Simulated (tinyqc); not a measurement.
# Worked calculation: metal-interlayer-semiconductor contact, depinning against tunnelling resistance

Numbers from tinyqc (`OMP_NUM_THREADS=1 python tinyqc.py 2270020 2270021 out.jsonl`; about 0.02 s on one thread of a shared Intel Xeon 2.30GHz). Printed values are rounded.

Zero bias, n-type semiconductor. Gap states at the semiconductor surface thin out as exp(-be ti), which unpins the barrier; electrons must then cross the interlayer (a rectangular barrier, no voltage drop across it) and the parabolic depleted layer, both by WKB. Energies E are counted from the Fermi level; no image force, parabolic bands.

Inputs (values chosen for the exercise); semiconductor values close to those of 4H silicon carbide; interlayer mass of the order of that in strontium titanate, offset chosen freely: temperature T = 400 K; band gap Eg = 3.26 eV; relative permittivity eps_r = 9.99; electron affinity chi = 3.64 eV; conduction-band density of states at T Nc = 2.62e19 cm^-3; tunnelling mass in the semiconductor mt = 0.197 m0; Richardson mass mA = 0.357 m0; donor density Nd = 2.1e18 cm^-3; charge-neutrality level above the valence band E0 = 1.9 eV; pinning factor without interlayer S0 = 0.64; metal work function phiM = 3.85 eV; interlayer thickness ti = 1.8 nm; conduction-band offset of the interlayer above the semiconductor dE = 0.12 eV; tunnelling mass in the interlayer mi = 0.59 m0; decay constant of gap states through the interlayer be = 5.1 1/nm.

Constants: q = 1.602176634e-19 C, kB = 1.380649e-23 J/K, eps0 = 8.8541878128e-12 F/m, hbar = 1.054571817e-34 J s, h = 6.62607015e-34 J s, m0 = 9.1093837015e-31 kg, Vt = kB T/q, hbar^2/(2 m0) = 0.0380998212 eV nm^2. Results are converted to the units shown.

## Pinning, barrier and scales

S = 1/(1 + (1/S0 - 1) exp(-be ti)); phiB = S (phiM - chi) + (1 - S)(Eg - E0); xi = Ec - EF deep inside, from Nd = Nc F(-xi/Vt), F(x) = (2/sqrt(pi)) int_0^infinity sqrt(u) du/(1 + exp(u - x)); band bending U = phiB - xi; E00 = (hbar/2) sqrt(Nd/(eps0 eps_r mt m0)) in volts; A = 4 pi q mA m0 kB^2/h^3.

S = 0.999942
phiB = 0.210067 eV
xi = 0.0860188 eV
U = 0.124048 eV
E00 = 0.0191788 eV
A = 42.9018 A/(cm^2 K^2)

The interlayer moves the barrier from 0.624 eV to 0.210 eV; the unpinned limit is phiM - chi = 0.210 eV. E00/Vt = 0.556: by the usual rule of thumb (0.5 to 5) thermionic-field emission.

## Exponents and integrand on an energy grid

E, point 0 to 12 (eV): 0.09  0.13333  0.17667  0.22  0.26333  0.30667  0.35  0.39333  0.43667  0.48  0.52333  0.56667  0.61

With U = phiB - xi: for xi < E < phiB, y = (E - xi)/U and G1 = (U/E00) [sqrt(1 - y) - y ln((1 + sqrt(1 - y))/sqrt(y))], G1 = 0 above phiB; G2 = 2 ti sqrt(mi max(phiB + dE - E, 0)/C), C = hbar^2/(2 m0); f = 1/(1 + exp(E/Vt)); integrand exp(-G1 - G2) f.

```
point       G1       G2           f  integrand (1e-5)
0      5.86418  6.94117   0.0684328           0.01879
1      2.46680  6.28362   0.0204707           0.32425
2      0.63920  5.54849  0.00590857           1.21395
3      0.00000  4.69997  0.00168806           1.53539
4      0.00000  3.65973  4.80816e-4           1.23759
5      0.00000  2.16693  1.36795e-4           1.56670
6      0.00000  0.00000  3.89204e-5           3.89204
7      0.00000  0.00000  1.10727e-5           1.10727
8      0.00000  0.00000  3.14919e-6           0.31492
9      0.00000  0.00000  8.95913e-7           0.08959
10     0.00000  0.00000  2.54878e-7           0.02549
11     0.00000  0.00000  7.24890e-8           0.00725
12     0.00000  0.00000  2.06224e-8           0.00206
```

## Contact resistivity

1/rho_c = (A T^2/Vt^2) I, with I the trapezoid sum of the integrand over the grid.

I = 4.90735e-6 eV
rho_c = 3.5271e-5 ohm cm^2

A fine grid from xi upwards gives rho_c = 3.358e-5 ohm cm^2; the coarse value is 5.0 % above it. The integrand peaks at E = 0.33 eV, and 83 % of the current flows above phiB. Tunnelling through the interlayer costs a factor of 62.6 at this barrier height; the bare contact (ti = 0) has rho_c = 0.0140 ohm cm^2, so with the interlayer rho_c is 100 % below that.
